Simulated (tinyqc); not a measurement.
Input admittance of a MOSFET at zero drain bias: distributed channel and distributed gate: effect of the gate overdrive.

Source and drain grounded, strong inversion, w = 2 pi f, Cox = eps0 eox/tox. The channel is an RC line of resistance 1/(mu Cox Vo) per square fed from both ends, so one finger has the intrinsic admittance y = i w Cox L tanh(g)/g per width, g = (1/2) sqrt(i w tau), tau = L^2/(mu Vo). The vertical resistance rv/L is in series with y, the overlaps 2 i w Cov in parallel: y_t = 1/(1/y + rv/L) + 2 i w Cov. The gate strip is a line of Rsh/L per length loaded by y_t, so a finger has Y = y_t Wf tanh(k)/k, k = (Wf/sd) sqrt(y_t Rsh/L); the device has Nf Y.

Low-frequency limits, with c = Cox L and ct = c + 2 Cov: R_strip = Rsh Wf/(3 sd^2 L Nf), R_ch = (c/ct)^2 L/(12 mu Cox Vo Wf Nf), R_vert = (c/ct)^2 rv/(L Wf Nf), C = ct Wf Nf. Z = 1/(Nf Y) = R + 1/(i w C), Q = |Im Z|/R, far-point signal |1/cosh k|.

Parameters, values chosen for the exercise; values of the order met in silicon radio-frequency transistors:
- eox = 25.4 (relative permittivity of the gate insulator (close to zirconium oxide))
- tox = 14 nm (insulator thickness)
- L = 0.19 um (channel length)
- Wf = 7.9 um (finger width)
- Nf = 1 (number of fingers)
- mu = 200 cm^2/(V s) (channel mobility)
- Rsh = 5.7 ohm/square (sheet resistance of the gate)
- rv = 1.8 ohm um^2 (vertical resistivity of the gate stack)
- sd = 1 (number of ends at which a finger is contacted)
- Cov = 0.37 fF/um (overlap and fringe capacitance on each side)
- f = 44 GHz (frequency)

Constants: eps0 = 8.8541878128e-14 F/cm where lengths are in cm. Results are converted to the units shown.

Effect of the gate overdrive:
```
Vo (V)	w tau	|k|	R (ohm)	low-frequency R (ohm)	C (fF)	Q	signal at the far point
0.2	2.4951	1.3813	96.628	99.982	27.508	1.3609	0.70900
0.35	1.4257	1.3941	88.572	91.323	27.652	1.4769	0.73268
0.5	0.99802	1.3975	85.350	87.859	27.679	1.5311	0.74419
0.65	0.76771	1.3988	83.617	85.994	27.687	1.5624	0.75088
0.8	0.62376	1.3995	82.535	84.828	27.689	1.5828	0.75523
0.95	0.52527	1.3999	81.795	84.031	27.690	1.5971	0.75829
1.1	0.45365	1.4002	81.257	83.451	27.689	1.6077	0.76055
1.25	0.39921	1.4003	80.849	83.010	27.689	1.6158	0.76229
```

What does the table show?

As Vo goes from 0.2 to 1.25, R falls from 96.6 to 80.8 ohm, C rises from 27.5 to 27.7 fF and Q rises from 1.36 to 1.62. Only the channel term depends on Vo.

Computed by the program tinyqc: `OMP_NUM_THREADS=1 python tinyqc.py 2262123 2262124 out.jsonl`, one thread of a shared Intel Xeon 2.30GHz, about 0.01 s for the whole run.
